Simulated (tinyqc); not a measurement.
# Voltage acceleration of oxide breakdown, four models on the same data: lifetime against voltage in four models

Field E = V/tox in MV/cm. Models: ln(t63/1 s) = a - c X with X = E (E model), -1/E (1/E model), ln V (power law, c the exponent n) or sqrt(E).

a and c were fitted to stress data from 2.76 to 3.77 V. Project to Vu, multiply by exp[(Ea q/kB)(1/Tu - 1/Ts)] and by ks; ten years are 3.15576e8 s.

Inputs (values chosen for the exercise): oxide thickness tox = 2.5 nm; stress temperature Ts = 423 K; use temperature Tu = 328 K; activation energy Ea = 0.72 eV; factor for area and percentile ks = 0.00055.

Constants: q = 1.602176634e-19 C, kB = 1.380649e-23 J/K. Results are converted to the units shown.

| model | c | a |
|---|---|---|
| E | 2.42000 | 37.6296 |
| 1/E | 397.172 | -24.8983 |
| power | 31.1799 | 42.6606 |
| sqrt E | 17.3983 | 68.7703 |

Result of one run:

| Vu (V) | log10 years, E | log10 years, 1/E | log10 years, power | log10 years, sqrt E |
|---|---|---|---|---|
| 3.34 | -5.973 | -6.176 | -6.077 | -6.026 |

What becomes of these results when the use voltage Vu is changed from 3.34 to 1.64 V, all else the same?

Result of the changed run:

| Vu (V) | log10 years, E | log10 years, 1/E | log10 years, power | log10 years, sqrt E |
|---|---|---|---|---|
| 1.64 | 1.174 | 7.207 | 3.554 | 2.240 |

The whole series:

| Vu (V) | log10 years, E | log10 years, 1/E | log10 years, power | log10 years, sqrt E |
|---|---|---|---|---|
| 1.36 | 2.351 | 12.62 | 6.089 | 3.969 |
| 1.64 | 1.174 | 7.207 | 3.554 | 2.240 |
| 1.93 | -0.04552 | 3.256 | 1.349 | 0.5982 |
| 2.21 | -1.223 | 0.4250 | -0.4850 | -0.8731 |
| 2.49 | -2.400 | -1.769 | -2.100 | -2.254 |
| 2.77 | -3.577 | -3.520 | -3.543 | -3.559 |
| 3.06 | -4.796 | -4.995 | -4.892 | -4.843 |
| 3.34 | -5.973 | -6.176 | -6.077 | -6.026 |

The four agree within 0.20 decades in the last row, inside the stress range, and part by 10.3 decades in the first. The local exponent -d ln t/d ln V is c E for the E model, which shrinks as V falls, constant for the power law, and c/E for the 1/E model, which grows as V falls.

Range of the model: All four laws are empirical fits; none is established far below the stress range.

Computed by the program tinyqc: `OMP_NUM_THREADS=1 python tinyqc.py 2070120 2070121 out.jsonl`, one thread of a shared Intel Xeon 2.30GHz, about 0.01 s for the whole run.
